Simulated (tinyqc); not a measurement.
Haynes-Shockley experiment: drift, diffusion and decay of a minority-carrier pulse: one step, computed by the program tinyqc.

A thin sheet of excess carriers is made at x = 0, t = 0 in a long uniform bar; injection is low, so the pulse moves with the minority mobility.

Question. The signal at the collector. dn(x, t) = N0/sqrt(4 pi D t) exp(-(x - v t)^2/(4 D t) - t/tau). At fixed x the signal peaks where d ln(dn)/dt = 0: a t^2 + t/2 - x^2/(4 D) = 0 with a = v^2/(4 D) + 1/tau. The full width at half maximum is found by solving dn(x, t) = peak/2 on both sides of the peak.

Inputs (values chosen for the exercise, modelled on holes in n-type germanium in a lightly doped bar):
```
quantity                       value         unit
lifetime tau                      41  microsecond
temperature T                    300            K
distance d to the collector     0.73           cm
injected sheet density N0    2.9e+09       1/cm^2
```

drift velocity v = 16280 cm/s

D = 47.82620 cm^2/s

Give: time of the peak t_p; peak density; width at half maximum.

Answer.

time of the peak t_p = 44.274 microsecond

peak density = 5.9780e+09 1/cm^3

width at half maximum = 9.3254 microsecond
